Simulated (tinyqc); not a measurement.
Well width for a wanted wavelength.

Question. The layer is x parts of the first compound and 1 - x of the second, grown coherently on the second as substrate and barrier. Rows of the table: lattice constant a, average valence level Ea on an absolute scale, spin-orbit splitting so, gaps at Gamma, X and L, hydrostatic deformation potentials av and ac (Gamma), shear potential b, elastic constants, electron and heavy-hole (along z) masses. All are interpolated linearly in x; gaps get -C x (1 - x), taken wholly in the conduction band; real line-ups can differ from this model by 0.1 eV or more. In-plane strain e = (a_substrate - a)/a, e_z = -2 (c12/c11) e, volume change 2 e + e_z. With v = 2 e + e_z and d = 2 b (e_z - e): Eav = Ea + av v; E_hh = Eav + so/3 - d/2; E_lh = Eav - so/6 + d/4 + sqrt(so^2 + so d + 9 d^2/4)/2; E_c = Ea + so/3 + EG + ac v (Gamma). Substrate: E_v = Ea + so/3, E_c = E_v + EG. Well depths: dEc = E_c(substrate) - E_c, dEhh = E_hh - E_v(substrate), dElh likewise; strained Gamma gap E_c - max(E_hh, E_lh); positive values confine carriers in the layer. Lowest level of a finite well of width Lw and depth V: kw Lw/2 = arctan(sqrt((mw/mb)(V - E)/E)), kw = sqrt(mw E/C), C = hbar^2/(2 m0), for electrons (dEc) and heavy holes (dEhh), mb from the substrate; transition E_c - E_hh + both levels, without exciton binding; wavelength h c/E. Find Lw and the two levels.

Inputs (values chosen for the exercise): fraction of the first compound in the layer x = 0.29; bowing of the Gamma gap CG = 0.1 eV; bowing of the X gap CX = 0.27 eV; bowing of the L gap CL = 0.27 eV.

Constants: q = 1.602176634e-19 C, hbar = 1.054571817e-34 J s, h = 6.62607015e-34 J s, m0 = 9.1093837015e-31 kg, c = 299792458 m/s, hbar^2/(2 m0) = 0.0380998212 eV nm^2. Results are converted to the units shown.

Binary compounds, values chosen for the exercise:
```
,close to InAs,close to InP
a (angstrom),6.058,5.869
Ea (eV),-6.67,-7.04
so (eV),0.385,0.109
EG (eV),0.352,1.33
EX (eV),1.37,2.2
EL (eV),1.06,1.92
av (eV),0.999,1.27
ac (eV),-5.06,-5.07
b (eV),-1.79,-1.68
c11 (GPa),82.7,101
c12 (GPa),44.7,56.3
me (m0),0.0229,0.0799
mh (m0),0.332,0.538
```

wavelength = 1164.0054 nm

Answer. Both levels fall steadily as the well widens, so the wavelength rises steadily and one width matches.

Lw = 13.5 nm
electron level = 17.5 meV
heavy-hole level = 3.49 meV

Program tinyqc, `OMP_NUM_THREADS=1 python tinyqc.py 2690168 2690169 out.jsonl`; Intel Xeon 2.30GHz, shared host, one thread, about 0.01 s.
